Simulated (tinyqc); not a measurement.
What moves the results: two-band k.p model of the Delta valleys near the X point under shear strain. A value that a table varies takes the place of the one given here.

Valley pair on the [001] axis, kz counted from the X point, c = hbar^2/2m0, k0 = kx0 2 pi/a. H = (c kz^2/ml + c (kx^2 + ky^2)/mt + c k0^2/ml) 1 + (2 c k0 kz/ml) sigma_z + (D exy - 2 c kx ky/Mp) sigma_x, so E = c kz^2/ml + c (kx^2 + ky^2)/mt + c k0^2/ml -/+ sqrt((2 c k0 kz/ml)^2 + (D exy - 2 c kx ky/Mp)^2). Without strain the lower band has its minima, E = 0, at kz = +/- k0. Shifts from diagonal strain are left out.

For |eta| < 1: k_min = k0 sqrt(1 - eta^2), E_min = -Delta eta^2/2, ml(eta) = ml/(1 - eta^2), 1/m[110] = 1/mt + eta/Mp, 1/m[1-10] = 1/mt - eta/Mp. For |eta| > 1 the minimum sits at X: E_min = -Delta (2 |eta| - 1)/2, ml(eta) = ml/(1 - 1/|eta|), and eta is replaced by its sign in the transverse masses. Here Delta = 2 c k0^2/ml and eta = D exy/Delta.

s11 = (C11 + C12)/((C11 - C12)(C11 + 2 C12)), s12 = -C12/((C11 - C12)(C11 + 2 C12)), s44 = 1/C44; exx = s11 sxx + s12 (syy + szz) and cyclic, exy = s44 sxy/2; tension is positive. A uniaxial stress X along the unit vector n is s_ij = X n_i n_j.

Constants: hbar^2/2m0 = 3.80998211 eV angstrom^2; kB = 8.617333262e-05 eV/K.

Values chosen for the exercise (near those of Si; not measured data):
```
symbol  value  unit      meaning
a       5.432  angstrom  lattice constant
ml      0.913  m0        longitudinal mass
mt      0.189  m0        transverse mass
kx0     0.145  2 pi/a    distance of the minimum from X
D       14.5   eV        shear deformation potential
Mp      0.227  m0        coupling mass
C11     168.3  GPa
C12     65.2   GPa
C44     78.8   GPa
Xu      9.2    eV        uniaxial potential
T       300    K         temperature
exy     0.003            shear strain
```

## Sweep of the shear strain

Delta = 2 c k0^2/ml, eta = D exy/Delta.

The minimum:
```
exy       eta  k_min/k0  E_min (meV)  ml(eta)  m[110]  m[1-10]  density-of-states mass
0.0000  0.000     1.000          0.0    0.913  0.1890   0.1890                   0.319
0.0016  0.099     0.995         -1.1    0.922  0.1746   0.2059                   0.321
0.0040  0.247     0.969         -7.2    0.972  0.1568   0.2379                   0.331
0.0081  0.500     0.866        -29.4    1.218  0.1334   0.3239                   0.375
0.0121  0.747     0.664        -65.6    2.068  0.1165   0.5003                   0.494
0.0146  0.902     0.432        -95.4    4.884  0.1080   0.7583                   0.737
0.0194  1.198     0.000       -163.9    5.521  0.1031   1.1290                   0.863
0.0259  1.600     0.000       -258.2    2.436  0.1031   1.1290                   0.657
```

The valleys reach X at eta = 1, that is exy = 0.0162. The shift is quadratic up to eta = 1 (-7.2 meV at eta = 0.25, -29.4 meV at 0.50) and linear beyond, while 1/m[110] rises linearly, taking m[110] from 0.189 to its floor 0.1031, a gain of 83 % in 1/m. ml(eta) diverges at eta = 1; the largest value listed is 5.52. A deformation-potential model with fixed masses misses all of this.

## Tension along [110]: repopulation and mass change

The z valleys move against the x and y valleys by Xu (ezz - exx) and, through the shear, by E_min. Share of the z valleys n = w/(w + 2 exp(dE/kT)), dE the total relative shift, w = sqrt(ml(eta) m[110] m[1-10]/(ml mt^2)). Along [110]: 1/m_c = n/m[110] + (1 - n)(1/ml + 1/mt)/2. Fixed masses means E_min = 0, w = 1, m[110] = mt. Gains are against 3/(1/ml + 2/mt) at a fixed scattering time.

Results:
```
X (GPa)  Xu (ezz - exx) (meV)  E_min (meV)  m[110]  m_c fixed masses  m_c with shear  gain fixed (%)  gain with shear (%)
0.00                      0.0          0.0  0.1890            0.2569          0.2569             0.0                  0.0
0.25                    -11.2         -0.3  0.1816            0.2436          0.2377             5.5                  8.1
0.50                    -22.3         -1.1  0.1747            0.2309          0.2175            11.3                 18.1
1.00                    -44.6         -4.5  0.1625            0.2110          0.1822            21.8                 41.0
1.50                    -66.9        -10.1  0.1518            0.1993          0.1589            28.9                 61.7
2.00                    -89.2        -18.0  0.1425            0.1936          0.1446            32.7                 77.7
3.00                   -133.9        -40.6  0.1269            0.1898          0.1270            35.3                102.3
```

At 1 GPa repopulation alone gives 21.8 % and the shear terms raise it to 41.0 %. From 2 to 3 GPa the fixed-mass gain grows by 2.6 points, towards its ceiling of 35.9 % when all electrons sit in the z valleys, whereas the gain with shear grows by 24.6 points because m[110] keeps falling.

## What each parameter does

Delta = 2 c k0^2/ml, eta = D exy/Delta. Each row changes one parameter from the base and keeps the others.

Results:
```
case                     eta  E_min (meV)  ml(eta) (m0)  m[110] (m0)  m[1-10] (m0)
base                  0.1853        -4.03        0.9455       0.1637        0.2235
ml = 0.84909 m0       0.1723        -3.75        0.8751       0.1653        0.2207
mt = 0.17577 m0       0.1853        -4.03        0.9455       0.1537        0.2052
kx0 = 0.15515 2 pi/a  0.1618        -3.52        0.9376       0.1666        0.2184
D = 13.485 eV         0.1723        -3.49        0.9409       0.1653        0.2207
Mp = 0.24289 m0       0.1853        -4.03        0.9455       0.1652        0.2208
exy = 0.00321         0.1983        -4.61        0.9504       0.1622        0.2264
```

The largest shifts from the base row, up to three for each result and ties (the steps differ in size, so this ranks the rows, not the parameters). eta: kx0 -0.0234, D -0.0130, exy +0.0130, ml -0.0130; unchanged at the printed digits by mt and Mp. E_min (meV): exy -0.58, D +0.54, kx0 +0.51; unchanged at the printed digits by mt and Mp. ml(eta) (m0): ml -0.0704, kx0 -0.0079, exy +0.0049; unchanged at the printed digits by mt and Mp. m[110] (m0): mt -0.0100, kx0 +0.0028, D +0.0015, ml +0.0015, exy -0.0015. m[1-10] (m0): mt -0.0183, kx0 -0.0050, exy +0.0029.

Computed by tinyqc, a small Python program: `OMP_NUM_THREADS=1 python tinyqc.py 1051006 1051007 out.jsonl` (the numbers bound the seed that draws the inputs); one thread of a shared host (Intel(R) Xeon(R) Processor @ 2.30GHz), about 0.01 s for the whole set of steps.
